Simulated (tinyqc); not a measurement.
Inside a calculation. Method: Jacobi rotations on a symmetric matrix. One step of it, computed by the program tinyqc.

Question. Jacobi rotation 2. Take the largest off-diagonal element A_pq; tan 2 theta = 2 A_pq / (A_qq - A_pp) with |theta| <= pi/4; A' = J^T A J with J_pp = J_qq = cos, J_pq = sin, J_qp = -sin.

A':
```
[[0.318000, -0.030000, -0.104071, -0.084506, -0.007000],
 [-0.030000, 0.561000, -0.062342, 0.193193, 0.015000],
 [-0.104071, -0.062342, 1.257937, 0.000000, -0.225648],
 [-0.084506, 0.193193, 0.000000, 1.640063, 0.045694],
 [-0.007000, 0.015000, -0.225648, 0.045694, 1.578000]]
```

Give: p, q, theta; A'.

Answer.

p, q, theta (rad): [3.0000, 5.0000, -0.4770]

A':
```
[[0.3180, -0.0300, -0.0957, -0.0845, 0.0416],
 [-0.0300, 0.5610, -0.0485, 0.1932, 0.0419],
 [-0.0957, -0.0485, 1.1413, 0.0210, 0.0000],
 [-0.0845, 0.1932, 0.0210, 1.6401, 0.0406],
 [0.0416, 0.0419, 0.0000, 0.0406, 1.6946]]
```
